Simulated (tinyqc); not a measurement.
Thermionic-field emission through a Schottky barrier, WKB: two steps of the calculation.

Metal on an n-type semiconductor with one parabolic valley; V > 0 is forward bias (metal positive). Energies E are counted from the conduction edge of the neutral semiconductor, whose Fermi level lies at -xi; that of the metal lies at -xi - V. The barrier is a parabola of height Vd = phi - xi - V (depletion approximation, no image force).

Inputs (values chosen for the exercise); band and dielectric values close to those of gallium arsenide: temperature T = 300 K; electron mass me = 0.0679 m0; relative permittivity eps_r = 13; barrier height seen from the metal phi = 0.61 eV; donor density Nd = 6.4e18 cm^-3; bias V = 0.11 V; points of the energy grid nE = 15; upper end of the energy grid Eb = 0.53 eV.

Constants: q = 1.602176634e-19 C, kB = 1.380649e-23 J/K, hbar = 1.054571817e-34 J s, h = 6.62607015e-34 J s, m0 = 9.1093837015e-31 kg, Vt = kB T/q, eps0 = 8.8541878128e-14 F/cm where lengths are in cm. Results are converted to the units shown.

Problem 1. Fermi level, barrier and E00. Nc = 2 (2 pi me m0 kB T/h^2)^1.5 (times 1e-6 for cm^-3); Nd = Nc F12(-xi/Vt), F12(x) = (2/sqrt(pi)) int_0^infinity sqrt(u)/(1 + exp(u - x)) du; E00 = (hbar/2) sqrt(Nd/(me m0 eps0 eps_r)) in SI units (volts). W = sqrt(2 eps0 eps_r Vd/(q Nd)).

Find: Nc; xi; Vd; W; E00; E00/Vt.

Solution 1.

Nc = 4.440e17 cm^-3
xi = -0.1820 eV
Vd = 0.6820 V
W = 12.37 nm
E00 = 49.99 meV
E00/Vt = 1.934

By a common rule of thumb, E00/Vt below 0.5 marks thermionic emission, 0.5 to 5 thermionic-field emission and above 5 field emission. By that rule alone: thermionic-field emission; with a high barrier, tunnelling near its top can carry most of the current even below 0.5.

Problem 2. Current density on a coarse grid. For E < Vd, ln T(E) = -(Vd/E00) [sqrt(1 - y) - y ln((1 + sqrt(1 - y))/sqrt(y))], y = E/Vd; T(E) = 1 above. J = A* T (q/kB) int_0^infinity T(E) N(E) dE, N = ln[(1 + exp((-xi - E)/Vt))/(1 + exp((-xi - V - E)/Vt))], A* = 4 pi q me m0 kB^2/h^3 (times 1e-4 for A/(cm^2 K^2)). Simpson's rule on nE equally spaced points from 0 to Eb.

xi = -0.18204728 eV
Vd = 0.68204728 V
E00 = 49.993176 meV

Wanted: E; T(E); N; T(E) N; J.

Solution 2.

| point | E (eV) | T(E) | N | T(E) N |
|---|---|---|---|---|
| 0 | 0.0000 | 1.189e-6 | 4.196 | 4.987e-6 |
| 1 | 0.0379 | 8.720e-6 | 4.023 | 3.508e-5 |
| 2 | 0.0757 | 3.744e-5 | 3.505 | 1.312e-4 |
| 3 | 0.1136 | 1.303e-4 | 2.534 | 3.303e-4 |
| 4 | 0.1514 | 3.942e-4 | 1.406 | 5.542e-4 |
| 5 | 0.1893 | 0.001070 | 0.5522 | 5.908e-4 |
| 6 | 0.2271 | 0.002654 | 0.1586 | 4.210e-4 |
| 7 | 0.2650 | 0.006095 | 0.03904 | 2.379e-4 |
| 8 | 0.3029 | 0.01306 | 0.009167 | 1.197e-4 |
| 9 | 0.3407 | 0.02625 | 0.002127 | 5.584e-5 |
| 10 | 0.3786 | 0.04971 | 4.923e-4 | 2.447e-5 |
| 11 | 0.4164 | 0.08895 | 1.139e-4 | 1.013e-5 |
| 12 | 0.4543 | 0.1506 | 2.633e-5 | 3.965e-6 |
| 13 | 0.4921 | 0.2414 | 6.087e-6 | 1.470e-6 |
| 14 | 0.5300 | 0.3662 | 1.407e-6 | 5.154e-7 |

J = 2710 A/cm^2

The integrand peaks at E = 0.189 eV among these points, 0.28 of the barrier height.

Range of the model: The depletion approximation, a parabolic band and the neglect of image-force lowering make these currents estimates at high doping.

Computed by the program tinyqc: `OMP_NUM_THREADS=1 python tinyqc.py 2640153 2640154 out.jsonl`, one thread of a shared Intel Xeon 2.30GHz, about 0.06 s for the whole run.
